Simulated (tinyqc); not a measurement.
Switching field against angle and time: single-domain magnet: Stoner-Wohlfarth switching, Neel-Arrhenius retention, LLG dynamics and spin torque. Computed by tinyqc, a small Python program. Command: `OMP_NUM_THREADS=1 python tinyqc.py 3018040 3018041 out.jsonl macro walk`. One thread of a shared host (Intel(R) Xeon(R) Processor @ 2.30GHz), about 0.02 s of CPU time with the checks.

The moment is uniform, with unit vector m; z is the easy axis. mu_0 = 1.25663706212e-6 T m/A, gamma = 1.76085963023e11 rad/(s T).

Inputs (values chosen for the exercise, for a model magnet): saturation magnetisation M_s = 879 kA/m; diameter d = 15 nm; aspect ratio p = 3.2; bulk anisotropy K_u = 110 kJ/m^3; exchange stiffness A = 17 pJ/m; temperature T = 450 K; attempt frequency f0 = 10 GHz; waiting time t_w = 3.15e+08 s.

Shape: prolate spheroid, easy axis along it.

Constants: k_B = 1.380649e-23 J/K.

Method:
- N_z = [p ln(p + sqrt(p^2 - 1))/sqrt(p^2 - 1) - 1]/(p^2 - 1); V = pi d^3 p/6; K_eff = K_u + K_shape, K_shape = -(mu_0 M_s^2/4)(3 N_z - 1); mu_0 H_K = 2 K_eff/M_s.
- Delta = K_eff V/(k_B T); tau = exp(Delta)/f0; probability of a flip within t_w: P = 1 - exp(-t_w/tau). Wall width parameter sqrt(A/K_eff); a two-domain state costs 4 sqrt(A K_eff) times the cross-section that the wall cuts (pi d^2/4).
- Energy over K_eff V: e(theta) = sin^2(theta) + 2 h cos(theta - psi) for m at the angle theta from +z and a field that points at psi from -z (it pulls m away from +z towards negative theta); h_sw = (cos^(2/3) psi + sin^(2/3) psi)^(-3/2).
- Switching field at T: the h at which the exact barrier equals ln(f0 t_w/ln 2) k_B T (0 if the zero-field barrier is lower). Sharrock form: h_sw [1 - (ln(f0 t_w/ln 2)/Delta)^(1/n)], n = 0.86 + 1.14 h_sw.

stability factor Delta = 254.522

Fields over H_K:
```
psi (degrees)  h_sw at T = 0  thermal, exact barrier  thermal, Sharrock form
1                    0.90707                 0.57013                 0.55250
10                   0.67381                 0.46129                 0.44788
20                   0.57365                 0.40079                 0.39652
30                   0.52402                 0.36902                 0.36943
45                   0.50000                 0.35331                 0.35590
60                   0.52402                 0.36902                 0.36943
75                   0.61466                 0.42621                 0.41807
89                   0.90707                 0.57013                 0.55250
```

What follows from these numbers?

At T = 0 the field is least at 45 degrees, H_K/2, and symmetric about it. Thermal help lowers it to 63 % at 1 degree and 71 % at 45 degrees; the Sharrock form misses the exact barrier by at most about 0.018 H_K, at psi = 1 (and its mirror angle). Caution: a domain wall can cross the element at lower cost, so the single-domain barrier is an upper bound.

Extremes, crossings and ranges named in words are read from the listed rows.
